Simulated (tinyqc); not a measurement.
When U turns negative: defect-molecule model of a vacancy with Jahn-Teller distortion.

Four dangling hybrids a, b, c, d point into the vacancy: H_ii = E0, and -gm between any two. A tetragonal distortion Q pairs a with b and c with d: those two couplings become -gm - I Q and the other four -gm + I Q/2, at an elastic cost k Q^2/2. The a1 level holds two electrons; charge states 2+, + and 0 put n = 0, 1, 2 more into the lowest level of t2 origin. Energy from the 2+ state at Q = 0, with the Fermi level mu counted from Ev: W_n(Q) = n (et - 2 I Q) + k Q^2/2 + Uc n (n - 1)/2 - n mu. et = E0 + gm is the undistorted t2 level.

Parameters, chosen for this exercise (of the size used for the vacancy in silicon; the results hold for these values, not for the real material):

| symbol | value | unit | meaning |
|---|---|---|---|
| E0 | -0.14 | eV | level of a dangling hybrid, from Ev |
| gm | 0.39 | eV | coupling between two dangling hybrids |
| I | 1.21 | eV/angstrom | Jahn-Teller coupling |
| Uc | 0.41 | eV | repulsion of two electrons in one orbital |

The force constant is varied. E_JT = 2 I^2/k, E(2+/+) = et - E_JT, E(+/0) = et - 3 E_JT + Uc, U_eff = Uc - 2 E_JT.

Against k:

| k (eV/angstrom^2) | E_JT (eV) | (2+/+) (eV) | (+/0) (eV) | U_eff (eV) | Q of the neutral state (angstrom) |
|---|---|---|---|---|---|
| 8 | 0.3660 | -0.1160 | -0.4381 | -0.3221 | 0.6050 |
| 12 | 0.2440 | 0.0060 | -0.0721 | -0.0780 | 0.4033 |
| 16 | 0.1830 | 0.0670 | 0.1110 | 0.0440 | 0.3025 |
| 24 | 0.1220 | 0.1280 | 0.2940 | 0.1660 | 0.2017 |
| 32 | 0.0915 | 0.1585 | 0.3855 | 0.2270 | 0.1512 |
| 48 | 0.0610 | 0.1890 | 0.4770 | 0.2880 | 0.1008 |
| 64 | 0.0458 | 0.2042 | 0.5227 | 0.3185 | 0.0756 |
| 96 | 0.0305 | 0.2195 | 0.5685 | 0.3490 | 0.0504 |

k at which U_eff = 0 = 14.28 eV/angstrom^2

Levels below 0 lie in the valence band. U_eff is negative for k below 4 I^2/Uc = 14.3: 2 of the 8 rows. The gain grows as n^2, so the second electron wins 3 E_JT where the first wins E_JT. For a stiff lattice the levels tend to et = 0.250 and et + Uc = 0.660 eV. Distortions above about 0.5 angstrom (1 of the rows) are beyond a linear coupling.

Program tinyqc; command `OMP_NUM_THREADS=1 python tinyqc.py 1450703 1450704 out.jsonl`; about 0.01 s on one thread of a shared Intel(R) Xeon(R) Processor @ 2.30GHz.
